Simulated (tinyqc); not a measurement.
From results back to parameters: Bethe-Salpeter matrix of a two-band chain (Tamm-Dancoff form). Three cases, with inputs chosen for the exercise.

Problem. Free pairs form the band Eg + 2t (1 - cos k). An infinite chain with attraction U in the same cell only has a bound pair with binding Eb = S - 2t and weight f = U/S at R = 0, where S = sqrt(4 t^2 + U^2). Both were computed from hidden U and t.

Case 1.

Eb = 0.110000 eV
f = 0.280000

Case 2.

Eb = 0.072993 eV
f = 0.206308

Case 3.

Eb = 0.721262 eV
f = 0.777844

Find: S; U; t.

Solution. 2t = S sqrt(1 - f^2), so S = Eb/(1 - sqrt(1 - f^2)) and U = f S.

Case 1.

S = 2.750 eV
U = 0.77 eV
t = 1.32 eV

Case 2.

S = 3.393 eV
U = 0.70 eV
t = 1.66 eV

Case 3.

S = 1.941 eV
U = 1.51 eV
t = 0.61 eV

Computed by tinyqc, one run a case: `OMP_NUM_THREADS=1 python tinyqc.py N N+1 out.jsonl` with N = 1251995, 1252073, 1252139; one thread of a shared Intel(R) Xeon(R) Processor @ 2.30GHz, about 0.1 s a run at most.
